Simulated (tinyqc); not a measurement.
## MOS structure on a p-type body with a doping step, non-linear Poisson equation by Newton steps: charge and capacitance against gate voltage

One dimension, insulator interface at x = 0, acceptor density N1 for x < x1 and Na beyond, net doping C = -(acceptor density). psi is counted from the intrinsic level: n = ni exp((psi - Vb)/Vt), p = ni exp(-psi/Vt); deep in the body psi_b = -Vt ln(Na/ni). The gate acts through Cox = eps0 eox/tox and has the potential psi_G = Vg - (phiM - chi - Vt ln(Nc/ni)). Boltzmann statistics, full ionisation, classical densities, no oxide or interface charge.

ni = sqrt(Nc Nv) exp(-Eg/(2 Vt)), Eg in volts. The Poisson equation d/dx(eps0 eps_r dpsi/dx) = -q (p - n + C), with eps0 eps_r dpsi/dx = -Cox (psi_G - psi_0) at x = 0, is solved on a mesh of about 600 nodes or more. N_inv is the integral of n less its value deep in the body. C_LF = Cox (1 - dpsi_0/dVg) with all carriers following; C_HF is the same with the electron quasi-Fermi level shifting uniformly so that N_inv stays fixed. The centroid is that of the same excess.

Parameters, values chosen for the exercise; band and dielectric values close to those of silicon: temperature T = 350 K; band gap Eg = 1.12 eV; relative permittivity eps_r = 11.6; conduction-band density of states at T Nc = 3.52e19 cm^-3; valence-band density of states at T Nv = 3.29e19 cm^-3; electron affinity chi = 4.02 eV; acceptor density deep in the body Na = 2.5e17 cm^-3; relative permittivity of the gate insulator (close to zirconium oxide) eox = 24.8; insulator thickness tox = 26 nm; gate work function phiM = 4.19 eV; electron quasi-Fermi potential against the body Vb = 0 V; depth of the doping step x1 = 29 nm; acceptor density above the step N1 = 1.2e18 cm^-3.

Constants: q = 1.602176634e-19 C, kB = 1.380649e-23 J/K, Vt = kB T/q, eps0 = 8.8541878128e-14 F/cm where lengths are in cm. Results are converted to the units shown.

Results:

| Vg (V) | psi_0 - psi_b (V) | N_inv (cm^-2) | C_LF/Cox | C_HF/Cox | centroid (nm) |
|---|---|---|---|---|---|
| 0.24 | 0.508 | 4.97e5 | 0.331 | 0.331 | 0.733 |
| 0.39 | 0.610 | 1.34e7 | 0.307 | 0.307 | 0.664 |
| 0.68 | 0.816 | 1.09e10 | 0.295 | 0.260 | 0.574 |
| 0.83 | 0.904 | 1.87e11 | 0.589 | 0.241 | 0.542 |
| 0.97 | 0.944 | 6.54e11 | 0.801 | 0.233 | 0.516 |
| 1.12 | 0.967 | 1.29e12 | 0.879 | 0.230 | 0.492 |
| 1.27 | 0.982 | 1.99e12 | 0.912 | 0.228 | 0.470 |
| 1.41 | 0.993 | 2.66e12 | 0.930 | 0.227 | 0.452 |
| 1.56 | 1.00 | 3.39e12 | 0.942 | 0.226 | 0.434 |

Estimate the missing row, Vg = 0.53 V.

Computed row:

| Vg (V) | psi_0 - psi_b (V) | N_inv (cm^-2) | C_LF/Cox | C_HF/Cox | centroid (nm) |
|---|---|---|---|---|---|
| 0.53 | 0.708 | 3.27e8 | 0.286 | 0.285 | 0.616 |

With this row back in the table: N_inv goes from 4.97e5 to 3.39e12 cm^-2 and passes 2e11 cm^-2 at Vg = 0.835 V. Below threshold it takes 101 mV a decade between Vg = 0.39 and 0.53 V, against Vt ln 10 = 69.4 mV. C_LF/Cox is lowest, 0.286, at Vg = 0.53 V among the rows listed and ends at 0.942, while C_HF/Cox ends at 0.226. Between the last two rows q dN_inv/dVg is 0.926 Cox. Where the classical centroid is under about 2 nm, confinement would move the charge away from the interface and raise the threshold. Above about 2e12 cm^-2 degeneracy matters too.

Program tinyqc, `OMP_NUM_THREADS=1 python tinyqc.py 2080157 2080158 out.jsonl`; Intel Xeon 2.30GHz, shared host, one thread, about 0.5 s.
